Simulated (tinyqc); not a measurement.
Worked calculation: two-mode optical phonons of a ternary alloy from two coupled oscillators. Computed by tinyqc, a small Python program that keeps every step. Command: `OMP_NUM_THREADS=1 python tinyqc.py 3007992 3007993 out.jsonl twomode walk`. One thread of a shared host (Intel(R) Xeon(R) Processor @ 2.30GHz), about 0.01 s of CPU time with the checks. Intermediate numbers are printed to about 7 digits and carried at full precision; extremes and crossings named in words are read from the listed rows.

An alloy A(x)B(1-x)C has an A-C and a B-C bond oscillator. Each TO frequency moves linearly from the impurity mode (dilute end) to the TO of the pure crystal; each strength is proportional to the number of bonds.

Inputs (values chosen for the exercise, modelled on Al(x)Ga(1-x)As, with A-C the AlAs-like and B-C the GaAs-like bond):
```
quantity                  value  unit
omega_TO of pure AC       357.9  1/cm
omega_LO of pure AC         403  1/cm
omega_TO of pure BC       268.1  1/cm
omega_LO of pure BC       289.9  1/cm
eps_inf of AC              8.06     -
eps_inf of BC              11.1     -
impurity mode of A in BC  356.9  1/cm
impurity mode of B in AC    253  1/cm
fraction x of A            0.37     -
damping gamma               2.2  1/cm
electron mass m*          0.098   m_0
```

Constants: e^2/(4 pi eps_0) = 14.39964548 eV angstrom; hbar^2/(2 m_0) = 3.80998212 eV angstrom^2; 1 THz = 33.35640952 1/cm; h x 1 THz = 4.135667696 meV.

## The two oscillators

omega_1 = (impurity mode of A) + x (omega_TO,AC - impurity mode of A); omega_2 = (impurity mode of B) + (1 - x)(omega_TO,BC - impurity mode of B); eps_inf = x eps_AC + (1 - x) eps_BC; strengths W_1 = x eps_AC (omega_LO,AC^2 - omega_TO,AC^2), W_2 = (1 - x) eps_BC (omega_LO,BC^2 - omega_TO,BC^2).

omega_1 (A-C, TO) = 357.27 1/cm

omega_2 (B-C, TO) = 262.513 1/cm

eps_inf = 9.9752

W_1 = 102338.9 1/cm^2

W_2 = 85065.65 1/cm^2

## LO modes, coupled by the field

eps(omega) = eps_inf + W_1/(omega_1^2 - omega^2) + W_2/(omega_2^2 - omega^2) = 0 is the eigenproblem of the matrix [[omega_1^2 + W_1/eps_inf, sqrt(W_1 W_2)/eps_inf], [sqrt(W_1 W_2)/eps_inf, omega_2^2 + W_2/eps_inf]] for omega_LO^2. Uncoupled values keep the diagonal alone. eps_s = eps_inf + W_1/omega_1^2 + W_2/omega_2^2.

matrix (1/cm^2):
```
          1        2
1  137901.2   9353.5
2    9353.5  77440.8
```

lower LO mode = 275.7296 1/cm

upper LO mode = 373.2495 1/cm

uncoupled values (1/cm): 278.2819  371.3505

eps_s = 12.01136

The field pushes the upper mode up by 1.90 and the lower one down by 2.55 per cm; the lower LO stays between the two TO modes.

## Share of the polar coupling

The polar coupling of mode j is c_j = (u_j . sqrt(W))^2/(eps_inf^2 omega_j^2), u_j its eigenvector and omega_j here its LO frequency; the c_j add up to 1/eps_inf - 1/eps_s. Froehlich constant alpha_j = (e^2/(4 pi eps_0)) c_j k_j/(2 E_j), E_j = h c omega_j, k_j = sqrt(m* E_j/(hbar^2/(2 m_0))).

c_j, lower and upper mode: 0.007650012  0.009344064

share of the upper mode = 0.5498424

alpha_j, lower and upper mode: 0.04777609  0.05015640

The upper mode holds 55 % of the coupling, against 39 % of the ionic part of eps_s for the upper oscillator: the field moves strength to the higher mode.

## Reflectivity

With damping, each denominator is omega_j^2 - omega^2 - i gamma omega; R = |(sqrt(eps) - 1)/(sqrt(eps) + 1)|^2.

Spectrum:
```
omega (1/cm)       Re eps      Im eps           R
247              22.22258   0.7489415   0.4226487
263             -42.66335    122.9801   0.8167684
269             -12.13928    4.133246   0.8439429
276             0.3323864   0.9958415   0.1042901
281              3.643037   0.5455993   0.1005316
336              14.96447   0.3795305   0.3472384
357              38.69807    122.9116   0.7528963
365             -9.305785    2.599405   0.8532822
373           -0.09988286   0.6473514   0.2219973
381              3.031483   0.2911122  0.07424593
411              6.646677  0.06196926   0.1945349
```

## Modes across the composition range

The formulas are those given above.

Frequencies (1/cm):
```
x     TO, A-C  TO, B-C  lower LO  upper LO  coupling share of the upper LO     eps_s
0.02   356.92  267.798  289.0796  357.8107                       0.0431113  12.92775
0.10   357.00  266.590  285.8832  361.3977                       0.1945416  12.72291
0.20   357.10  265.080  282.0345  365.8035                       0.3481242  12.46307
0.35   357.25  262.815  276.4605  372.3708                       0.5290235  12.06516
0.50   357.40  260.550  271.0223  379.0133                       0.6711160  11.65717
0.65   357.55  258.285  265.6406  385.8398                       0.7877029  11.23871
0.80   357.70  256.020  260.2579  392.9433                       0.8867164  10.80938
0.90   357.80  254.510  256.6456  397.8768                       0.9455646  10.51692
0.98   357.88  253.302  253.7323  401.9588                       0.9894215  10.27925
```

The upper LO moves from 357.8 to 402.0 and the lower from 289.1 to 253.7 per cm. At each dilute end one LO-TO pair closes onto an impurity mode. The upper LO shifts by +0.45 per cm for each per cent of x near the middle, which is how Raman spectra measure composition. Its share of the polar coupling passes one half between x = 0.2 and 0.35.

Checks made by the program: generalised Lyddane-Sachs-Teller relation (relative difference below 1e-10); sum of the couplings (relative difference below 1e-10).
